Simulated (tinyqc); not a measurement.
Voltage drop against the pad pitch.

A grid of 25 by 25 nodes with segments Rx (rows) and Ry (columns); every node draws I1 and the central node kh I1; pads with resistance Rp sit at the nodes whose row and column are multiples of the pitch, counting from 0. The drops u = Vdd - V follow from G u = i, with G the conductance matrix and i the load currents, solved directly.

Values chosen for this exercise: supply voltage Vdd = 1 V; resistance of a horizontal segment Rx = 0.28 ohm; resistance of a vertical segment Ry = 0.7 ohm; resistance from a pad node to the supply Rp = 0.26 ohm; factor on the load at the hot node kh = 8; load current of a node in the large grid I1 = 0.6 mA.

Voltage drop against the pad pitch:
```
pitch (nodes)	pads	worst drop (mV)	mean drop (mV)	largest drop at a pad (mV)	largest pad current (mA)	worst drop over Vdd (%)
1	625	0.5277	0.1577	0.5277	2.030	0.05277
2	169	1.079	0.7585	1.079	4.150	0.1079
3	81	2.268	1.768	1.886	7.253	0.2268
4	49	3.976	3.173	2.935	11.29	0.3976
6	25	8.605	7.067	5.607	21.57	0.8605
8	16	15.87	12.31	8.148	31.34	1.587
12	9	29.11	25.76	16.51	63.49	2.911
24	4	98.28	85.80	24.65	94.80	9.828
```

The worst drop goes from 0.528 to 98.3 mV while the number of pads falls from 625 to 4; between the last two rows it goes as pitch^(1.76). The largest drop at a pad is 100 % of the worst drop in the first row and 25.1 % in the last; the rest falls along the wires.

tinyqc, about 0.3 s, one thread, Intel Xeon 2.30GHz (shared host): `OMP_NUM_THREADS=1 python tinyqc.py 2770126 2770127 out.jsonl`
